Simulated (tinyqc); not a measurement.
Doping level: carrier statistics of a doped semiconductor with parabolic bands.

Eg(T) = Eg0 - al T^2/(T + be); m_de = Mv^(2/3) (ml mt^2)^(1/3); m_dh = (mhh^(3/2) + mlh^(3/2))^(2/3); Nc and Nv from N = 2 (m kB T/(4 pi c))^(3/2) with c = hbar^2/2m0, in 1/angstrom^3; times 1e24 for 1/cm^3.

Energies are counted from Ev, so Ec = Eg. n = Nc F_1/2((EF - Eg)/kT), p = Nv F_1/2(-EF/kT), ND+ = ND/(1 + 2 exp((EF - Eg + ED)/kT)), NA- = NA/(1 + 4 exp((EA - EF)/kT)); neutrality asks p + ND+ = n + NA-. F_j(eta) = (1/Gamma(j + 1)) integral_0^infinity x^j dx/(1 + exp(x - eta)), which tends to exp(eta) for eta << 0.

Constants: hbar^2/2m0 = 3.80998211 eV angstrom^2; kB = 8.617333262e-05 eV/K.

Inputs chosen for the exercise (near those of SiC; shifted at random, so the results belong to these values and not to a real crystal): Eg0 = 3.254 eV (gap at 0 K); al = 0.000656 eV/K (Varshni alpha); be = 1332 K (Varshni beta); ml = 0.325 m0 (longitudinal electron mass); mt = 0.418 m0 (transverse electron mass); Mv = 3 (equivalent valleys); mhh = 0.997 m0 (heavy-hole mass); mlh = 0.455 m0 (light-hole mass); ED = 0.0587 eV (donor level below Ec); EA = 0.206 eV (acceptor level above Ev); T = 300 K.

Only acceptors are present (ND = 0); eta is the distance of EF beyond the valence edge in units of kT.

Neutral state:

| NA (1/cm^3) | EF (eV) | majority (1/cm^3) | ionised share | eta |
|---|---|---|---|---|
| 1.0e+14 | 0.3291 | 9.67e+13 | 0.967 | -12.73 |
| 1.0e+15 | 0.2750 | 7.83e+14 | 0.783 | -10.64 |
| 1.0e+16 | 0.2323 | 4.09e+15 | 0.409 | -8.99 |
| 1.0e+17 | 0.1979 | 1.55e+16 | 0.155 | -7.66 |
| 1.0e+18 | 0.1667 | 5.18e+16 | 0.052 | -6.45 |
| 3.0e+18 | 0.1522 | 9.07e+16 | 0.030 | -5.89 |
| 1.0e+19 | 0.1364 | 1.67e+17 | 0.017 | -5.28 |
| 3.0e+19 | 0.1221 | 2.89e+17 | 0.010 | -4.72 |

The impurity level lies at 0.2060 eV. The ionised share falls from 0.967 to 0.010 as EF passes through it between 1e+16 and 1e+17 1/cm^3 (share 1/5 there); it is below one half from 1e+16 1/cm^3 on. Over the last two rows the doping grows threefold and the majority density by a factor 1.74. EF stays more than 3 kT from the majority band edge. Above roughly 2e+20 1/cm^3 (N^(1/3) a = 0.26, with the radius a = sqrt(c/(m E)) from the ionisation energy E and the mass mhh) the levels merge with the band and real ionisation is complete; sharp levels then overstate freeze-out.

(tinyqc, `OMP_NUM_THREADS=1 python tinyqc.py 1680657 1680658 out.jsonl`, Intel(R) Xeon(R) Processor @ 2.30GHz, 1 thread, shared host, about 0.01 s.)
